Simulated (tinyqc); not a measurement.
Susceptibility against the Curie-Weiss form: Heisenberg spin cluster by exact diagonalisation: multiplets, susceptibility, level crossings. Computed by tinyqc, a small Python program. Command: `OMP_NUM_THREADS=1 python tinyqc.py 3004071 3004072 out.jsonl spincl walk`. One thread of a shared host (Intel(R) Xeon(R) Processor @ 2.30GHz), about 0.01 s of CPU time with the checks.

H = J1 sum S_i.S_j over the bonds 1-2, 3-4 + J2 sum over 2-3 - g mu_B B S_z; J > 0 is antiferromagnetic.

Inputs (values chosen for the exercise, for a model cluster): exchange J1 = 1.14 meV; exchange J2 = 0.83 meV; g factor = 2.17.

Cluster: chain of four, J1 outer bonds and J2 in the middle. Spin s of each site: 0.5.

Constants: k_B = 8.617333262e-05 eV/K.

Method:
- Every multiplet has one member in the block S_z = 0; diagonalise it and read the total spin from <S^2> = S (S + 1).
- Z = sum k (2S + 1) exp(-E/(k_B T)) over the table, k the number of multiplets; <S^2> likewise with the factor S (S + 1); chi T = N_A g^2 mu_B^2 <S^2>/(3 k_B) = 0.125049 g^2 <S^2> cm^3 K/mol (cgs, per mole of clusters); C = (<E^2> - <E>^2)/(k_B T)^2; entropy = ln Z + <E>/(k_B T).
- High-temperature form: chi T = C0/(1 - theta/T), C0 = 0.125049 g^2 n s (s + 1), k_B theta = -(2/3) s (s + 1) (sum of J over bonds)/n, n = 4; a dash where T <= 1.05 theta.

Levels at B = 0:
```
E (meV)   total S  number of multiplets
-1.77686        0                     1
-0.91257        1                     1
-0.36250        1                     1
0.22186         0                     1
0.49757         1                     1
0.77750         2                     1
```

gap to the next level = 0.864291 meV

theta = -4.5113 K

Against temperature:
```
T (K)  chi T (cm^3 K/mol)  Curie-Weiss  chi (cm^3/mol)     C (k_B)
1.3            1.5853e-03       0.3952         0.00122  8.1008e-02
2.6            7.6098e-02       0.6459         0.02927  1.0432e+00
4.6            3.7188e-01       0.8919         0.08084  1.7540e+00
7.9            7.9141e-01       1.1244         0.10018  1.2543e+00
13.0           1.1380e+00       1.3114         0.08754  5.7742e-01
21.0           1.3740e+00       1.4541         0.06543  2.2496e-01
33.0           1.5181e+00       1.5541         0.04600  8.7883e-02
53.0           1.6131e+00       1.6280         0.03044  3.2662e-02
110.0          1.6933e+00       1.6969         0.01539  7.2326e-03
210.0          1.7284e+00       1.7294         0.00823  1.9373e-03
```

What does the comparison show, and why?

The Curie-Weiss form is within 3 % in the last 4 rows. chi passes a maximum, at 7.9 K among these rows, the mark of a singlet ground state; among these rows C is largest at 4.6 K, and the gap is 10 K.

Extremes, crossings and ranges named in words are read from the listed rows.
